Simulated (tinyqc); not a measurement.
## Surface potential of a MOS transistor: implicit equation and explicit approximations: accuracy of the approximations against gate voltage

p-type body, charge-sheet picture, depletion and inversion only, full ionisation (an idealisation for deep acceptors), Boltzmann statistics (rough once Na exp(x - xn) passes about Nc/7). In units of Vt: xg = (Vg - Vfb)/Vt, x = psi/Vt, G = gamma/sqrt(Vt), xn = (2 phiF + Vc)/Vt. The implicit equation is (xg - x)^2 = G^2 [x - 1 + exp(x - xn)] for x above about 3. Cox = eps0 eox/tox.

ni = sqrt(Nc Nv) exp(-Eg/(2 Vt)), Eg in volts; phiF = Vt ln(Na/ni); gamma = sqrt(2 q eps0 eps_r Na)/Cox; VT = Vfb + Vt (xn + G sqrt(xn - 1)). Depletion value a = 1 + [sqrt(G^2/4 + xg - 1) - G/2]^2; inversion value b = xn + ln[(xg - xn)^2/G^2 - xn + 1] and first guess y = min(a, b) - ln(1 + exp(-|a - b|)) if a > xn + 1, else b = y = a; one second-order correction with D = exp(y - xn), p = 2 (xg - y) + G^2 (1 + D), w = (xg - y)^2 - G^2 (y - 1 + D): z = y + 2 w/(p + sqrt(p^2 - 2 (2 - G^2 D) w)), or the Newton step z = y + w/p where the root is not real. N_inv = (Cox Vt G/q) [sqrt(x - 1 + exp(x - xn)) - sqrt(x - 1)] at the root. Lambert form (Cox m Vt/q) W0[(G/(2 m sqrt(xn - 1))) exp((Vg - VT)/(m Vt))], m = 1 + G/(2 sqrt(xn - 1)). Errors under 1e-4 mV, and the linear form below VT, are printed as 0.

Inputs (values chosen for the exercise); band and dielectric values close to those of silicon:
```
symbol    value   unit                                                                 meaning
T           300      K                                                             temperature
Eg         1.11     eV                                                                band gap
eps_r      11.6                                                          relative permittivity
Nc      2.76e19  cm^-3                                  conduction-band density of states at T
Nv      2.61e19  cm^-3                                     valence-band density of states at T
eox         3.9         relative permittivity of the gate insulator (close to silicon dioxide)
tox         1.7     nm                                                     insulator thickness
Na       3.3e17  cm^-3                                                        acceptor density
Vfb       -0.48      V                                                       flat-band voltage
Vc          0.2      V                                                    channel-body voltage
```

Constants: q = 1.602176634e-19 C, kB = 1.380649e-23 J/K, Vt = kB T/q, eps0 = 8.8541878128e-14 F/cm where lengths are in cm. Results are converted to the units shown.

Result of one run:
```
psi (V)  x - xn  error of y (mV)  error of z (mV)  N_inv (cm^-2)  Cox (Vg - VT)/q (cm^-2)  Lambert form (cm^-2)
0.7153   -14.21                0                0        2.164e4                        0               1.565e4
```

Which gate-body voltage Vg gave this result: 0.37, 0.57, 0.97, 1.37 or 1.97 V?

Vg = 0.37 V.

The whole series:
```
Vg (V)  psi (V)    x - xn  error of y (mV)  error of z (mV)  N_inv (cm^-2)  Cox (Vg - VT)/q (cm^-2)  Lambert form (cm^-2)
0.37     0.7153    -14.21                0                0        2.164e4                        0               1.565e4
0.57     0.8984    -7.123          1.67e-3                0        2.296e7                        0               2.035e7
0.77      1.081  -0.04648             1.80                0       2.456e10                  8.123e9              2.468e10
0.97      1.187     4.039             23.6             7.00       1.118e12                 2.544e12              1.190e12
1.17      1.222     5.405             17.2            -3.03       3.172e12                 5.079e12              3.359e12
1.37      1.243     6.203             13.2           -0.967       5.427e12                 7.615e12              5.707e12
1.57      1.258     6.774             10.9           -0.477       7.762e12                 1.015e13              8.118e12
1.77      1.269     7.219             9.37           -0.280       1.014e13                 1.269e13              1.056e13
1.97      1.279     7.585             8.24           -0.182       1.255e13                 1.522e13              1.302e13
```

psi rises from 0.715 to 1.28 V and ends 7.6 Vt above 2 phiF + Vc. Among the rows the first guess is off by at most 24 mV (at Vg = 0.97 V) and the corrected value by at most 7.0 mV. In the last row the linear form is 21 % above N_inv and the Lambert form 3.8 % above it; in the first row the Lambert form is 28 % below it. For Vg = 0.97, 1.17, 1.37, 1.57, 1.77, 1.97 the electron quasi-Fermi level lies less than 2 Vt below the band edge at the surface, or above it, where degeneracy and confinement, left out, matter.

Numbers from tinyqc (`OMP_NUM_THREADS=1 python tinyqc.py 2122117 2122118 out.jsonl`; about 0.01 s on one thread of a shared Intel Xeon 2.30GHz).
